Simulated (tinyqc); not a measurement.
Inputs raised by 5 %, one at a time: rapid thermal processing of a wafer: radiative balance, ramp and cooling, pattern effects, pyrometer error and spike budget. Computed by tinyqc, a small Python program. Command: `OMP_NUM_THREADS=1 python tinyqc.py 3110857 3110858 out.jsonl rtp sens`. One thread of a shared host (Intel(R) Xeon(R) Processor @ 2.30GHz), about 0.1 s of CPU time with the checks.

The wafer is opaque and uniform through its thickness unless said otherwise; temperatures in formulas are in kelvin (C + 273.15). sigma = 5.670374419e-12 W/(cm^2 K^4).

Inputs (values chosen for the exercise, modelled on a hot silicon wafer):
```
quantity                                              value         unit
wafer thickness d                                       725   micrometre
heat capacity per volume C                             2.22   J/(cm^3 K)
thermal conductivity k                                 0.28     W/(cm K)
emissivity eps of each face                            0.56            -
reflectivity of the chamber walls r                    0.68            -
gas heat-transfer coefficient h, both faces together    1.9  mW/(cm^2 K)
wall temperature T_w                                    350            K
process temperature                                     919            C
starting temperature                                    400            C
ramp rate                                                25          K/s
relative change of absorptivity over a pattern           12            %
period of the pattern                                    37           mm
pyrometer wavelength                                   0.95   micrometre
error of the assumed emissivity                          10            %
activation energy of the process E_a                   1.24           eV
```

Constants: k_B = 8.617333262e-05 eV/K; h = 6.62607015e-34 J s; c = 299792458 m/s; k_B = 1.380649e-23 J/K.

Method:
- Effective emissivity between parallel grey plates: eps_eff = 1/(1/eps + 1/(1 - r) - 1). Loss per area q(T) = 2 eps_eff sigma (T^4 - T_w^4) + h (T - T_w).
- Absorbed power during a ramp = q(T) + C d x ramp rate; thermal time constant tau = C d/(dq/dT), dq/dT = 8 eps_eff sigma T^3 + h; natural cooling rate q/(C d); front-to-back difference under one-sided heating at the end of the ramp = (absorbed power) d/(2 k).
- Cooling with the lamps off: C d dT/dt = -q(T), integrated adaptively (relative tolerance 1e-10).
- Spike anneal: linear ramp to the peak, then lamps off. Equivalent time at the peak = int exp(-(E_a/k_B)(1/T - 1/T_peak)) dt; estimate (k_B T^2/E_a)(1/ramp rate + 1/cooling rate). The ramp part uses 4000 trapezoid steps, the cooling part 4000 steps over 4 tau.
- Time within 50 K of the peak from the same curves.
- At steady state a sinusoidal change of absorbed power of relative amplitude a and period p gives the temperature amplitude a q/(dq/dT + k d (2 pi/p)^2); healing length l = sqrt(k d/(dq/dT)); process change = E_a dT/(k_B T^2). Emissivity is taken as unchanged.
- Signal proportional to eps/(exp(c2/(lambda T)) - 1), c2 = h c/k_B. If the assumed emissivity is too high by the given error, the reading T' solves (1 + error)/(exp(c2/(lambda T')) - 1) = 1/(exp(c2/(lambda T)) - 1). Wien estimate: T' - T = -lambda T^2 ln(1 + error)/c2. Process rates go as exp(-E_a/(k_B T)).

Runs:
```
input moved                                                         from      to  time constant tau (s)  equivalent time, total (s)  amplitude (K)  reading less true temperature (K)
base run                                                               -       -                 7.4675                      5.8186         11.108                            -8.8774
wafer thickness d (micrometre)                                       725  761.25                 7.8409                      5.9386         10.716                            -8.8774
emissivity eps of each face                                         0.56   0.588                 7.3191                      5.7796         11.240                            -8.8774
reflectivity of the chamber walls r                                 0.68   0.714                 8.1090                      5.9841         10.578                            -8.8774
gas heat-transfer coefficient h, both faces together (mW/(cm^2 K))   1.9   1.995                 7.4347                      5.7883         11.215                            -8.8774
period of the pattern (mm)                                            37   38.85                 7.4675                      5.8186         11.918                            -8.8774
pyrometer wavelength (micrometre)                                   0.95  0.9975                 7.4675                      5.8186         11.108                            -9.3177
error of the assumed emissivity (%)                                   10    10.5                 7.4675                      5.8186         11.108                            -9.2965
```

Exponents ln(y'/y) / ln(x'/x):
```
input                                                 time constant tau  equivalent time, total  amplitude  reading less true temperature
wafer thickness d                                                 1.000                   0.418     -0.736                          0.000
emissivity eps of each face                                      -0.411                  -0.138      0.243                          0.000
reflectivity of the chamber walls r                               1.689                   0.575     -1.003                          0.000
gas heat-transfer coefficient h, both faces together             -0.090                  -0.107      0.196                          0.000
period of the pattern                                             0.000                   0.000      1.442                          0.000
pyrometer wavelength                                              0.000                   0.000      0.000                          0.992
error of the assumed emissivity                                   0.000                   0.000      0.000                          0.946
```

To which inputs is each result most sensitive?

Among the inputs moved here: time constant tau answers most in size to reflectivity of the chamber walls r (exponent +1.689), next to wafer thickness d (+1.000); its exponent is below 0.0005 for period of the pattern, pyrometer wavelength, error of the assumed emissivity. Its exponent +1.000 in wafer thickness d: thermal mass. Equivalent time, total answers most in size to reflectivity of the chamber walls r (exponent +0.575), next to wafer thickness d (+0.418); its exponent is below 0.0005 for period of the pattern, pyrometer wavelength, error of the assumed emissivity. Amplitude answers most in size to period of the pattern (exponent +1.442), next to reflectivity of the chamber walls r (-1.003); its exponent is below 0.0005 for pyrometer wavelength, error of the assumed emissivity. Reading less true temperature answers most in size to pyrometer wavelength (exponent +0.992), next to error of the assumed emissivity (+0.946); its exponent is below 0.0005 for wafer thickness d, emissivity eps of each face, reflectivity of the chamber walls r, gas heat-transfer coefficient h, both faces together, period of the pattern. Its exponent +0.992 in pyrometer wavelength: the Wien limit.
